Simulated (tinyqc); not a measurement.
Inside a calculation. Model: p-n diode with diffusion and depletion-layer recombination.

tinyqc, about 0.01 s, one thread, Intel Xeon 2.30GHz (shared host): `OMP_NUM_THREADS=1 python tinyqc.py 2260129 2260130 out.jsonl` Printed values are rounded.

Abrupt junction in the depletion approximation, low injection, full ionisation, neutral widths fixed, ohmic contact on the p side. Vj is the junction voltage; where a series resistance Rs is given, V = Vj + J Rs is the terminal voltage.

Values chosen for this exercise; band and dielectric values close to those of 4H silicon carbide: temperature T = 300 K; band gap Eg = 3.26 eV; relative permittivity eps_r = 9.54; conduction-band density of states at T Nc = 1.69e19 cm^-3; valence-band density of states at T Nv = 2.45e19 cm^-3; acceptor density Na = 1.8e16 cm^-3; donor density Nd = 2.1e17 cm^-3; electron mobility in the p side mun = 710 cm^2/(V s); hole mobility in the n side mup = 59 cm^2/(V s); electron lifetime tn = 9e-8 s; hole lifetime tp = 2e-7 s; neutral width of the p side wp = 7.5 um; neutral width of the n side wn = 28 um; recombination velocity at the n contact Sp = 1e7 cm/s; series resistance Rs = 0.00025 ohm cm^2; trap level above the intrinsic level Et = 0 eV; junction voltage at which recombination is evaluated Vj = 1.71 V; terminal voltage V = 2.98 V.

Constants: q = 1.602176634e-19 C, kB = 1.380649e-23 J/K, Vt = kB T/q, eps0 = 8.8541878128e-14 F/cm where lengths are in cm. Results are converted to the units shown.

Range of the model: At the terminal voltage used the injected minority density exceeds a tenth of the lighter doping, so the low-injection formulas overstate the current.

## Diffusion lengths and saturation currents

ni = sqrt(Nc Nv) exp(-Eg/(2 Vt)), Eg in volts; D = mu Vt; Ln = sqrt(Dn tn), Lp = sqrt(Dp tp); J0n = q ni^2 Dn coth(wp/Ln)/(Ln Na); J0p = (q ni^2 Dp/(Lp Nd)) (s + tanh(wn/Lp))/(1 + s tanh(wn/Lp)), s = Sp Lp/Dp.

ni = 8.428137e-9 cm^-3
Ln = 12.85279 um
Lp = 5.523166 um
J0n = 1.719131e-47 A/cm^2
J0p = 1.496741e-49 A/cm^2

wp/Ln = 0.58 and wn/Lp = 5.1; electrons carry 99.1 % of the diffusion current.

## Recombination in the depleted layer

ni = sqrt(Nc Nv) exp(-Eg/(2 Vt)), Eg in volts. Vbi = Vt ln(Na Nd/ni^2), W = sqrt(2 eps0 eps_r (Vbi - Vj)(1/Na + 1/Nd)/q), xp = W Nd/(Na + Nd), xn = W Na/(Na + Nd); u(x) = q Na (x + xp)^2/(2 eps0 eps_r) for x < 0 and Vbi - Vj - q Nd (xn - x)^2/(2 eps0 eps_r) for x > 0; p = Na exp(-u/Vt), n = Nd exp((u - Vbi + Vj)/Vt); U = ni^2 (exp(Vj/Vt) - 1)/(tp (n + ni exp(Et/Vt)) + tn (p + ni exp(-Et/Vt))); J_scr = q times the integral of U from -xp to xn. Trapezoid rule on 14 equal steps.

W = 281.9598 nm

```
point     x (nm)     u (V)    n (cm^-3)    p (cm^-3)  U (cm^-3 s^-1)
0      -259.6998  0.000000  2.103422e-4       1.8e16        2337.135
1      -239.5598  0.006924  2.749470e-4  1.377051e16        3054.966
2      -219.4198  0.027697  6.140684e-4  6.165695e15        6822.983
3      -199.2798  0.062318  0.002343311  1.615731e15        26036.78
4      -179.1398  0.110788   0.01527876  2.478054e14      1.697640e5
5      -158.9999  0.173107    0.1702126  2.224371e13      1.891251e6
6      -138.8599  0.249274     3.239966  1.168580e12      3.599962e7
7      -118.7199  0.339289     105.3742  3.593060e10      1.170825e9
8       -98.5799  0.443153     5855.630   6.465844e8     6.506125e10
9       -78.4399  0.560866   5.559786e5   6.809900e6     5.228875e12
10      -58.2999  0.692427   9.019610e7     41976.97     2.098409e11
11      -38.1600  0.837837  2.500130e10     151.4385      7.571923e8
12      -18.0200  0.997095  1.184085e13    0.3197541      1.598770e6
13        2.1200  1.169230  9.228309e15  4.102766e-4        2051.383
14       22.2600  1.250013       2.1e17  1.802933e-5        90.14664
```

J_scr = 1.776583e-12 A/cm^2

With 2000 steps J_scr = 1.498e-12 A/cm^2; the coarse value is 19 % above it. U is largest at x = -78.4 nm among these points; the peak lies where tp n = tn p. On the fine grid U peaks at 7.251e12 cm^-3 s^-1, and J_scr/(q U_max) is 4.57 % of W, the effective width of the recombining zone.

## Starting value

Vj = V/2.

Vj at the start = 1.49 V

## Iteration 1: new Vj

J0 = J0n + J0p = 1.734099e-47 A/cm^2

Diffusion current alone: J = J0 (exp(Vj/Vt) - 1), g = Vj + J Rs - V, g' = 1 + Rs J0 exp(Vj/Vt)/Vt, Vj(new) = Vj - g/g'.

J = 1.861968e-22 A/cm^2
g = -1.49 V
g' = 1
Vj after iteration 1 = 2.98 V

## Iteration 2: new Vj

As before.

J = 1999.266 A/cm^2
g = 0.4998164 V
g' = 20.33376
Vj after iteration 2 = 2.955419 V

## Iteration 3: new Vj

As before.

J = 772.5637 A/cm^2
g = 0.1685603 V
g' = 8.471024
Vj after iteration 3 = 2.935521 V

## Course of the iteration

Stop when the step is below 1e-10 V, or after 80 iterations.

Course of the iteration:
```
iteration  Vj before the step (V)  step (V)
1                            1.49      1.49
2                            2.98   -0.0246
3                        2.955419   -0.0199
4                        2.935521   -0.0101
5                        2.925438  -1.79e-3
6                        2.923643  -4.48e-5
7                        2.923598  -2.66e-8
8                        2.923598   < 1e-12
```

Converged in 8 iterations.
